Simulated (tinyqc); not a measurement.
From a target to a composition: model-solid line-up of a strained alloy layer on a substrate. Three cases, with inputs chosen for the exercise.

Problem. A layer of the alloy is strained to the substrate, and its gap (Ec minus the top valence edge) is given. Find x between 0.56 and 0.98, where the gap is monotonic.

All values of the alloy are linear in x but the gap, Eg(x) = (1 - x) Eg_A + x Eg_B - C x (1 - x), and the valence edge, Ev(x) = (1 - x) Ev_A + x Ev_B + fv C x (1 - x); Ec = Ev + Eg. Ev is the top of the unstrained valence band on a scale common to all materials. In the layer only the Gamma valley of the conduction band is followed, also where an X or L valley would lie lower.

Coherent growth on a (001) face: e_par = (a_s - a)/a, e_perp = -2 (C12/C11) e_par; exx = eyy = e_par, ezz = e_perp, no shear.

Strained edges: Ec + ac tr(e); the valence edges are Ev plus the levels of the 6 x 6 matrix of X, Y, Z times spin with -Dso/3 + l exx + m (eyy + ezz) on the diagonal (cyclic), n exy off it, l = av + 2 b, m = av - b, n = sqrt(3) d. Spin-orbit term (Dso/3) L.sigma on X, Y, Z with (L_k)_ij = -i epsilon_kij: <X+|H|Y+> = -i Dso/3, <X+|H|Z-> = Dso/3, <Y+|H|Z-> = -i Dso/3, <Z+|H|X-> = -Dso/3, <Z+|H|Y-> = i Dso/3, <X-|H|Y-> = i Dso/3, and their conjugates; + and - are the spin along z.

Case 1.

Values chosen (A near InSb, B near InAs, substrate near InAs; shifted at random, so the results belong to these values and not to a real crystal): a = (6.475, 6.058) angstrom (lattice constant of A, B); Eg = (0.236, 0.418) eV (gap at Gamma to the s-like level of A, B); Dso = (0.818, 0.394) eV (spin-orbit splitting of A, B); Ev = (0, -0.59) eV (top of the unstrained valence band of A, B); ac = (-6.84, -5.1) eV (conduction deformation potential of A, B); av = (0.36, 0.99) eV (valence hydrostatic potential of A, B); b = (-2, -1.81) eV (tetragonal shear potential of A, B); d = (-4.71, -3.59) eV (trigonal shear potential of A, B); C11 = (68.9, 82.4) GPa (of A, B); C12 = (37.8, 45.4) GPa (of A, B); C44 = (31.1, 39.5) GPa (of A, B); C = 0.773 eV (bowing of the gap); fv = 0.7 (share of the bowing taken by the valence edge); a_s = 6.058 angstrom (substrate); face = 001 (growth face).

strained gap = 0.298483 eV

Case 2.

Values chosen (A near AlAs, B near InAs, substrate near InAs; shifted at random, so the results belong to these values and not to a real crystal): a = (5.668, 6.063) angstrom (lattice constant of A, B); Eg = (3.086, 0.416) eV (gap at Gamma to the s-like level of A, B); Dso = (0.28, 0.391) eV (spin-orbit splitting of A, B); Ev = (-1.32, -0.59) eV (top of the unstrained valence band of A, B); ac = (-5.65, -5.14) eV (conduction deformation potential of A, B); av = (2.5, 0.99) eV (valence hydrostatic potential of A, B); b = (-2.3, -1.8) eV (tetragonal shear potential of A, B); d = (-3.4, -3.61) eV (trigonal shear potential of A, B); C11 = (123.3, 82.3) GPa (of A, B); C12 = (53.9, 44.9) GPa (of A, B); C44 = (54.8, 40.1) GPa (of A, B); C = 0.659 eV (bowing of the gap); fv = 0.2 (share of the bowing taken by the valence edge); a_s = 6.063 angstrom (substrate); face = 001 (growth face).

strained gap = 0.641351 eV

Case 3.

Values chosen (A near AlAs, B near InAs, substrate near InAs; shifted at random, so the results belong to these values and not to a real crystal): a = (5.662, 6.058) angstrom (lattice constant of A, B); Eg = (3.08, 0.418) eV (gap at Gamma to the s-like level of A, B); Dso = (0.283, 0.385) eV (spin-orbit splitting of A, B); Ev = (-1.34, -0.58) eV (top of the unstrained valence band of A, B); ac = (-5.57, -5.03) eV (conduction deformation potential of A, B); av = (2.5, 1.01) eV (valence hydrostatic potential of A, B); b = (-2.31, -1.82) eV (tetragonal shear potential of A, B); d = (-3.45, -3.61) eV (trigonal shear potential of A, B); C11 = (123.7, 83.2) GPa (of A, B); C12 = (53.8, 45) GPa (of A, B); C44 = (54.2, 39.5) GPa (of A, B); C = 0.759 eV (bowing of the gap); fv = 0.3 (share of the bowing taken by the valence edge); a_s = 6.058 angstrom (substrate); face = 001 (growth face).

strained gap = 0.987998 eV

Find: x; e_par; gap of the relaxed alloy.

Solution.

Case 1.

x = 0.830
e_par = -1.157 %
gap of the relaxed alloy = 0.278 eV

Bisect on x; the strained gap is 0.2046 eV at x = 0.56 and 0.4015 eV at x = 0.98.

Case 2.

x = 0.840
e_par = 1.053 %
gap of the relaxed alloy = 0.755 eV

Bisect on x; the strained gap is 1.0443 eV at x = 0.56 and 0.4441 eV at x = 0.98.

Case 3.

x = 0.580
e_par = 2.823 %
gap of the relaxed alloy = 1.351 eV

Bisect on x; the strained gap is 1.0169 eV at x = 0.56 and 0.4439 eV at x = 0.98.

Computed by tinyqc, one run a case: `OMP_NUM_THREADS=1 python tinyqc.py N N+1 out.jsonl` with N = 1050457, 1050990, 1051560; one thread of a shared Intel(R) Xeon(R) Processor @ 2.30GHz, about 0.02 s a run at most.
